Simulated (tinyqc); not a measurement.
# Capacitances from a Coulomb diamond

Problem. A single-electron transistor has the bias V on its left lead and the right lead at 0 V. Its diamonds repeat every q/Cg in gate voltage, close at |V| = q/Cs with Cs = CL + CR + Cg, and have edges of slope dV/dVg = -Cg/CL and Cg/(Cs - CL). Find Cg, Cs, CL and CR.

Constants: q = 1.602176634e-19 C. Results are converted to the units shown.

gate period = 696.59854 mV
bias at the tip of the diamond = 96.516665 mV
slope dV/dVg of the rising edge = 0.32394366

Solution. The period gives Cg, the tip Cs, and the rising edge Cs - CL = CR + Cg.

Cg = 0.2300 aF
Cs = 1.660 aF
CL = 0.9500 aF
CR = 0.4800 aF

Program tinyqc, `OMP_NUM_THREADS=1 python tinyqc.py 2780042 2780043 out.jsonl`; Intel Xeon 2.30GHz, shared host, one thread, about 0.01 s.
